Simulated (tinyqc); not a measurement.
Two-dimensional electron gas with Rashba and Dresselhaus coupling, step by step. Values are carried at full precision from step to step, so a last printed digit may differ when a step is redone from the rounded ones.

H = c k^2/m + al (ky sx - kx sy) + b1 (kx sx - ky sy) + gam kx ky (kx sy - ky sx), s the Pauli matrices, x = [100], c = hbar^2/2m0, b1 = gam (pi/L)^2 (hard walls). H = c k^2/m + B.s, so E = c k^2/m -/+ |B| and the lower state has its spin along -B.

Constants: hbar^2/2m0 = 3.80998211 eV angstrom^2; hbar = 6.58211957e-16 eV s.

Inputs chosen for the exercise (of the size met in GaAs; not measured data):
```
symbol  value  unit           meaning
m       0.068  m0             mass
al      0.023  eV angstrom    Rashba constant
gam     12.4   eV angstrom^3  bulk Dresselhaus constant
L       144    angstrom       width of the (001) well
n       17     1e11/cm^2      sheet density (one subband filled)
phi     135    degrees        angle of k from [100]
```

## Scales

b1; mean Fermi wave vector k0 = sqrt(2 pi n) (1e11/cm^2 = 1e-5/angstrom^2); E0 = c k0^2/m; b3 = gam k0^2/4; kR = al m/(2c) and ER = al kR/2, the shift and depth of a pure Rashba band.

b1 = 0.005902 eV angstrom
k0 = 0.03268 1/angstrom
E0 = 59.847 meV
b3 = 0.003311 eV angstrom
kR = 0.0002053 1/angstrom
ER = 0.002360 meV

The ratio al/(b1 - b3) is 8.88; kR is 0.6 % of k0.

## Spin-orbit field at one point of the Fermi circle

k = k0 (cos phi, sin phi). Form B, the splitting 2|B| and the direction of the lower spin, atan2(-By, -Bx).

Bx, By (meV): 0.5482  0.5482

splitting = 1.5505 meV
direction of the lower spin = -135.0 degrees

## The matrix

H = [[E0, Bx - i By], [Bx + i By, E0]] in meV; diagonalise. Precession period h/(2|B|) = 2 pi hbar/(splitting).

H (meV):
```
                  up            down
up           59.8471  0.5482-0.5482i
down  0.5482+0.5482i         59.8471
```

levels (meV): 59.0718  60.6223

period = 2.67 ps

## The two wave vectors at the energy E0 along this direction

Solve c k^2/m -/+ |B(k)| = E0. The spin turns by (k_outer - k_inner) per length, so a half turn takes pi/(difference).

k (1/angstrom): outer 0.032896, inner 0.032472

difference = 0.0004234 1/angstrom
length of a half turn = 742.0 nm

For linear terms alone the difference is (m/c)|B|/k, whatever the energy: every electron along this direction turns alike, the basis of the spin transistor. The cubic term makes it depend on density.

## Checks

- Difference of the Fermi wave vectors without Dresselhaus terms against al m/c: both 0.00041050.

Program tinyqc; command `OMP_NUM_THREADS=1 python tinyqc.py 1481884 1481885 out.jsonl`; about 0.01 s on one thread of a shared Intel(R) Xeon(R) Processor @ 2.30GHz.
